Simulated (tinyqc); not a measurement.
Six-band hole subbands of a thin body in a field: one step. Confinement masses without spin-orbit coupling. Four cases, with inputs chosen for the exercise.

Problem. C(n n^T)/c has C_XX = (g1 + 4 g2) nx^2 + (g1 - 2 g2)(ny^2 + nz^2) and C_XY = 6 g3 nx ny, n the unit normal; its eigenvalues are the inverse masses along n.

Give: C(n n^T)/c; masses.

Case 1.

Values chosen (near those of a p-type Si channel; the results hold for these values, not for the real material):
- g1 = 4.28 (Luttinger gamma1)
- g2 = 0.34 (gamma2)
- g3 = 1.44 (gamma3)
- face = 111 (surface)

Solution.

C(n n^T)/c, rows X, Y, Z and columns alike:
```
[[4.2800, 2.8800, 2.8800],
 [2.8800, 4.2800, 2.8800],
 [2.8800, 2.8800, 4.2800]]
```

masses (m0): [0.7143, 0.7143, 0.0996]

Case 2.

Values chosen (near those of a p-type Si channel; the results hold for these values, not for the real material):
- g1 = 4.3 (Luttinger gamma1)
- g2 = 0.34 (gamma2)
- g3 = 1.45 (gamma3)
- face = 110 (surface)

Solution.

C(n n^T)/c, rows X, Y, Z and columns alike:
```
[[4.6400, 4.3500, 0],
 [4.3500, 4.6400, 0],
 [0, 0, 3.6200]]
```

masses (m0): [3.4483, 0.2762, 0.1112]

The heaviest mass, 3.45, comes from a near cancellation among the gammas, so a few per cent in them move it strongly.

Case 3.

Values chosen (near those of a p-type Si channel; the results hold for these values, not for the real material):
- g1 = 4.3 (Luttinger gamma1)
- g2 = 0.34 (gamma2)
- g3 = 1.45 (gamma3)
- face = 110 (surface)

Solution.

C(n n^T)/c, rows X, Y, Z and columns alike:
```
[[4.6400, 4.3500, 0],
 [4.3500, 4.6400, 0],
 [0, 0, 3.6200]]
```

masses (m0): [3.4483, 0.2762, 0.1112]

The heaviest mass, 3.45, comes from a near cancellation among the gammas, so a few per cent in them move it strongly.

Case 4.

Values chosen (near those of a p-type Si channel; the results hold for these values, not for the real material):
- g1 = 4.29 (Luttinger gamma1)
- g2 = 0.34 (gamma2)
- g3 = 1.45 (gamma3)
- face = 110 (surface)

Solution.

C(n n^T)/c, rows X, Y, Z and columns alike:
```
[[4.6300, 4.3500, 0],
 [4.3500, 4.6300, 0],
 [0, 0, 3.6100]]
```

masses (m0): [3.5714, 0.2770, 0.1114]

The heaviest mass, 3.57, comes from a near cancellation among the gammas, so a few per cent in them move it strongly.

Computed by tinyqc, one run a case: `OMP_NUM_THREADS=1 python tinyqc.py N N+1 out.jsonl` with N = 1250444, 1250748, 1250884, 1251039; one thread of a shared Intel(R) Xeon(R) Processor @ 2.30GHz, about 0.5 s a run at most.
